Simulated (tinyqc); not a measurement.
Interface roughness in a thin film (subband fluctuation and scattering): sweeps and comparisons. A value that a table varies takes the place of the one given here.

Square well of width t, barriers V0, c = hbar^2/2m0: E1 solves k t + 2 atan[(k/mz)/(kappa/mb)] = pi, k = sqrt(mz E/c), kappa = sqrt(mb (V0 - E)/c). One interface is rough, so the subband edge fluctuates by G dt with G = |dE1/dt| (central difference of 0.01 angstrom; 2 E1/t for hard walls).

Gaussian roughness spectrum S(q) = pi D^2 Lc^2 exp(-q^2 Lc^2/4). Degenerate gas, taken to fill one subband (the second starts to fill once c kF^2/md exceeds E2 - E1, which is not tested here): kF = sqrt(2 pi Ns/gv), q = 2 kF sin(theta/2), 1/tau = (md/(2 pi c hbar)) G^2 times the integral from 0 to pi of S(q)(1 - cos theta)/eps(q)^2 dtheta, eps(q) = 1 + qs/q with screening (qs = gv md q0/(c eps), q0 = e^2/(4 pi eps0), form factors left out, which overstates the screening; other scattering is left out too, so these values lie far above measured mobilities in all but the thinnest films) or 1 without; mobility = tau c2/md with c2 = e/m0 = 1.75882e15 cm^2/(V s^2); 1e12/cm^2 = 1e-4/angstrom^2.

Constants: hbar^2/2m0 = 3.80998211 eV angstrom^2; hbar = 6.58211957e-16 eV s; e^2/(4 pi eps0) = 14.39964547 eV angstrom.

Parameters, chosen for this exercise (near those of a thin Si channel on (100), two-fold valleys; the results hold for these values, not for the real material):
- mz = 0.933 m0 (confinement mass)
- V0 = 3.07 eV (barrier)
- mb = 0.46 m0 (barrier mass)
- md = 0.188 m0 (mass in the plane)
- gv = 2 (valleys)
- D = 3.4 angstrom (rms height of the roughness)
- Lc = 14 angstrom (correlation length)
- Ns = 2.4 x 1e12/cm^2 (sheet density)
- eps = 7.9 (mean dielectric constant at the channel)
- ts = (11, 14, 17, 20, 25, 32, 42) angstrom (thicknesses)
- t = 20 angstrom (film thickness)
- Ll = (4, 8, 14, 22, 35, 55, 90) angstrom (correlation lengths)

## The sixth-power law

Screened mobility against thickness for the finite barrier and for hard walls.

Results:

| t (angstrom) | E1 (meV) | G (meV/angstrom) | mobility (cm^2/(V s)) | the same, hard walls |
|---|---|---|---|---|
| 11 | 251.2 | 39.365 | 594 | 251 |
| 14 | 164.6 | 20.948 | 2.10e+03 | 1.07e+03 |
| 17 | 116.0 | 12.416 | 5.97e+03 | 3.42e+03 |
| 20 | 86.1 | 7.948 | 1.46e+04 | 9.06e+03 |
| 25 | 56.8 | 4.265 | 5.06e+04 | 3.46e+04 |
| 32 | 35.6 | 2.119 | 2.05e+05 | 1.52e+05 |
| 42 | 21.2 | 0.971 | 9.76e+05 | 7.77e+05 |

What does this show, and why?

With hard walls G goes as 1/t^3 and the mobility as t^6. With the finite barrier the local exponent is 5.23 at the thin end and 5.74 at the thick end, since the envelope leaks out and softens the dependence. The least value is 594 cm^2/(V s). The gate field, which also presses carriers to the interface, is left out. Below about 20 angstrom the effective-mass picture is itself doubtful. Up to t = 25 angstrom G D exceeds half of EF - E1, where the Born rate fails.

## Correlation length

Fixed D; bare and screened mobility.

Results:

| Lc (angstrom) | kF Lc | bare mobility (cm^2/(V s)) | screened mobility (cm^2/(V s)) |
|---|---|---|---|
| 4 | 0.11 | 6.86e+03 | 1.60e+05 |
| 8 | 0.22 | 1.76e+03 | 4.11e+04 |
| 14 | 0.38 | 620 | 1.46e+04 |
| 22 | 0.60 | 294 | 7.04e+03 |
| 35 | 0.96 | 173 | 4.34e+03 |
| 55 | 1.51 | 164 | 4.84e+03 |
| 90 | 2.47 | 300 | 1.62e+04 |

What can be read from the table?

The bare mobility is lowest at Lc = 55 angstrom of those listed (kF Lc = 1.51). The screened mobility is lowest at Lc = 35 angstrom of those listed (kF Lc = 0.96). Short roughness averages out (mobility as 1/Lc^2; the first two rows give exponent -1.96), and long roughness deflects only by small angles (bare mobility rising as Lc; the last two rows give 1.22).

## What each parameter does

G, G D, and the screened mobility. Each row changes one parameter from the base and keeps the others.

Results:

| case | G (meV/angstrom) | G D (meV) | mobility (cm^2/(V s)) |
|---|---|---|---|
| base | 7.948 | 27.02 | 1.457e+04 |
| t = 26 angstrom | 3.819 | 12.99 | 6.308e+04 |
| D = 4.42 angstrom | 7.948 | 35.13 | 8618 |
| Lc = 22 angstrom | 7.948 | 27.02 | 7036 |
| Ns = 3.84 x 1e12/cm^2 | 7.948 | 27.02 | 1.092e+04 |
| mz = 1.073 m0 | 7.122 | 24.22 | 1.814e+04 |
| md = 0.216 m0 | 7.948 | 27.02 | 1.377e+04 |
| V0 = 2.15 eV | 7.592 | 25.81 | 1.596e+04 |
| eps = 9.5 | 7.948 | 27.02 | 1.096e+04 |

How do the results move?

The largest shifts from the base row, up to three for each result and ties (the steps differ in size, so this ranks the rows, not the parameters). G (meV/angstrom): t -4.129, mz -0.826, V0 -0.356; unchanged at the printed digits by D, Lc, Ns, md and eps. G D (meV): t -14.04, D +8.11, mz -2.81; unchanged at the printed digits by Lc, Ns, md and eps. mobility (cm^2/(V s)): t +4.85e+04, Lc -7.53e+03, D -5.95e+03. In the base case G D is 1.8 times EF - E1 = 15.3 meV: the fluctuation exceeds the Fermi energy, so the Born rate for a uniform gas is not to be trusted.

tinyqc: `OMP_NUM_THREADS=1 python tinyqc.py 1252554 1252555 out.jsonl`; about 0.01 s, one thread, shared Intel(R) Xeon(R) Processor @ 2.30GHz.
